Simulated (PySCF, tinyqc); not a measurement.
Inside a calculation. Method: RHF in the sto-3g basis, for H6, spin multiplicity 1. The lowest restricted solution is unstable here: a spin-polarised one lies 0.0181 hartree lower (PySCF). One step of it, computed by the program tinyqc.

Task: Iteration 2: building the Fock matrix. J_ij = sum D_kl (ij|kl), K_ij = sum D_kl (ik|jl); F = H + J - 0.5 K; E = tr D H + tr D J / 2 - 0.25 tr D K + E_nn.

D after iteration 1, lower triangle:
```
           1H 1s      2H 1s      3H 1s      4H 1s     5H 1s     6H 1s
1H 1s   0.814093
2H 1s   0.705224   0.651476
3H 1s  -0.063352   0.115430   0.722349
4H 1s  -0.225513  -0.038682   0.686678   0.722349
5H 1s   0.004614  -0.014357  -0.038682   0.115430  0.651476
6H 1s   0.076891   0.004614  -0.225513  -0.063352  0.705224  0.814093
```

core Hamiltonian H = T + V (hartree), lower triangle:
```
           1H 1s      2H 1s      3H 1s      4H 1s      5H 1s      6H 1s
1H 1s  -1.359117
2H 1s  -0.692406  -1.580858
3H 1s  -0.044556  -0.374325  -1.683474
4H 1s  -0.002766  -0.046103  -0.765306  -1.683474
5H 1s  -0.000019  -0.000830  -0.046103  -0.374325  -1.580858
6H 1s   0.000000  -0.000019  -0.002766  -0.044556  -0.692406  -1.359117
```

Two-electron integrals (ij|kl) in chemists' order, unique and non-zero (hartree):
```
(11|11) 0.774606   (21|11) 0.213632   (21|21) 0.082078   (22|11) 0.407842
(22|21) 0.213632   (22|22) 0.774606   (31|11) 0.007406   (31|21) 0.003394
(31|22) 0.011011   (31|31) 0.000192   (32|11) 0.048822   (32|21) 0.025007
(32|22) 0.095134   (32|31) 0.001784   (32|32) 0.019220   (33|11) 0.179491
(33|21) 0.084790   (33|22) 0.306311   (33|31) 0.007406   (33|32) 0.095134
(33|33) 0.774606   (41|11) 0.000283   (41|21) 0.000139   (41|22) 0.000500
(41|31) 0.000010   (41|32) 0.000101   (41|33) 0.000500   (41|41) 5.42e-07
(42|11) 0.004107   (42|21) 0.002005   (42|22) 0.007406   (42|31) 0.000155
(42|32) 0.001784   (42|33) 0.011011   (42|41) 0.000010   (42|42) 0.000192
(43|11) 0.055036   (43|21) 0.024839   (43|22) 0.084790   (43|31) 0.002005
(43|32) 0.025007   (43|33) 0.213632   (43|41) 0.000139   (43|42) 0.003394
(43|43) 0.082078   (44|11) 0.126446   (44|21) 0.055036   (44|22) 0.179491
(44|31) 0.004107   (44|32) 0.048822   (44|33) 0.407842   (44|41) 0.000283
(44|42) 0.007406   (44|43) 0.213632   (44|44) 0.774606   (51|11) 1.00e-06
(51|21) 4.71e-07   (51|22) 1.68e-06   (51|31) 3.78e-08   (51|32) 4.50e-07
(51|33) 3.09e-06   (51|42) 5.17e-08   (51|43) 9.72e-07   (51|44) 2.13e-06
(52|11) 0.000044   (52|21) 0.000020   (52|22) 0.000068   (52|31) 1.57e-06
(52|32) 0.000019   (52|33) 0.000147   (52|41) 1.06e-07   (52|42) 2.47e-06
(52|43) 0.000056   (52|44) 0.000147   (52|52) 4.00e-08   (53|11) 0.002467
(53|21) 0.001068   (53|22) 0.003465   (53|31) 0.000079   (53|32) 0.000926
(53|33) 0.007406   (53|41) 0.000005   (53|42) 0.000131   (53|43) 0.003394
(53|44) 0.011011   (53|51) 3.78e-08   (53|52) 2.47e-06   (53|53) 0.000192
(54|11) 0.019858   (54|21) 0.008394   (54|22) 0.026425   (54|31) 0.000586
(54|32) 0.006566   (54|33) 0.048822   (54|41) 0.000038   (54|42) 0.000926
(54|43) 0.025007   (54|44) 0.095134   (54|51) 2.68e-07   (54|52) 0.000019
(54|53) 0.001784   (54|54) 0.019220   (55|11) 0.089752   (55|21) 0.037074
(55|22) 0.113582   (55|31) 0.002467   (55|32) 0.026425   (55|33) 0.179491
(55|41) 0.000154   (55|42) 0.003465   (55|43) 0.084790   (55|44) 0.306311
(55|51) 1.00e-06   (55|52) 0.000068   (55|53) 0.007406   (55|54) 0.095134
(55|55) 0.774606   (61|11) 6.39e-09   (61|22) 9.75e-09   (61|33) 2.14e-08
(61|43) 8.21e-09   (61|44) 2.14e-08   (61|55) 9.75e-09   (62|11) 7.05e-07
(62|21) 3.07e-07   (62|22) 1.00e-06   (62|31) 2.28e-08   (62|32) 2.68e-07
(62|33) 2.13e-06   (62|42) 3.78e-08   (62|43) 9.72e-07   (62|44) 3.09e-06
(62|53) 5.17e-08   (62|54) 4.50e-07   (62|55) 1.68e-06   (63|11) 0.000115
(63|21) 0.000049   (63|22) 0.000154   (63|31) 3.41e-06   (63|32) 0.000038
(63|33) 0.000283   (63|41) 2.21e-07   (63|42) 0.000005   (63|43) 0.000139
(63|44) 0.000500   (63|52) 1.06e-07   (63|53) 0.000010   (63|54) 0.000101
(63|55) 0.000500   (63|63) 5.42e-07   (64|11) 0.001918   (64|21) 0.000798
(64|22) 0.002467   (64|31) 0.000054   (64|32) 0.000586   (64|33) 0.004107
(64|41) 3.41e-06   (64|42) 0.000079   (64|43) 0.002005   (64|44) 0.007406
(64|51) 2.28e-08   (64|52) 1.57e-06   (64|53) 0.000155   (64|54) 0.001784
(64|55) 0.011011   (64|62) 3.78e-08   (64|63) 0.000010   (64|64) 0.000192
(65|11) 0.030006   (65|21) 0.012257   (65|22) 0.037074   (65|31) 0.000798
(65|32) 0.008394   (65|33) 0.055036   (65|41) 0.000049   (65|42) 0.001068
(65|43) 0.024839   (65|44) 0.084790   (65|51) 3.07e-07   (65|52) 0.000020
(65|53) 0.002005   (65|54) 0.025007   (65|55) 0.213632   (65|62) 4.71e-07
(65|63) 0.000139   (65|64) 0.003394   (65|65) 0.082078   (66|11) 0.074187
(66|21) 0.030006   (66|22) 0.089752   (66|31) 0.001918   (66|32) 0.019858
(66|33) 0.126446   (66|41) 0.000115   (66|42) 0.002467   (66|43) 0.055036
(66|44) 0.179491   (66|51) 7.05e-07   (66|52) 0.000044   (66|53) 0.004107
(66|54) 0.048822   (66|55) 0.407842   (66|61) 6.39e-09   (66|62) 1.00e-06
(66|63) 0.000283   (66|64) 0.007406   (66|65) 0.213632   (66|66) 0.774606
```

nuclear repulsion = 3.24011162 hartree

Give: Coulomb J; exchange K; Fock matrix F; total energy of this density.

Result:

Coulomb J (hartree), lower triangle:
```
       1H 1s  2H 1s  3H 1s  4H 1s  5H 1s  6H 1s
1H 1s  1.669
2H 1s  0.637  1.830
3H 1s  0.034  0.326  1.940
4H 1s  0.002  0.035  0.702  1.940
5H 1s  0.000  0.001  0.035  0.326  1.830
6H 1s  0.000  0.000  0.002  0.034  0.637  1.669
```

exchange K (hartree), lower triangle:
```
        1H 1s   2H 1s   3H 1s  4H 1s  5H 1s  6H 1s
1H 1s   0.985
2H 1s   0.660   0.907
3H 1s   0.052   0.209   0.946
4H 1s  -0.022   0.054   0.650  0.946
5H 1s  -0.002   0.001   0.054  0.209  0.907
6H 1s   0.005  -0.002  -0.022  0.052  0.660  0.985
```

Fock matrix F (hartree), lower triangle:
```
        1H 1s   2H 1s   3H 1s   4H 1s   5H 1s   6H 1s
1H 1s  -0.182
2H 1s  -0.386  -0.204
3H 1s  -0.036  -0.153  -0.216
4H 1s   0.010  -0.038  -0.388  -0.216
5H 1s   0.001  -0.001  -0.038  -0.153  -0.204
6H 1s  -0.002   0.001   0.010  -0.036  -0.386  -0.182
```

total energy of this density = -2.97093 hartree
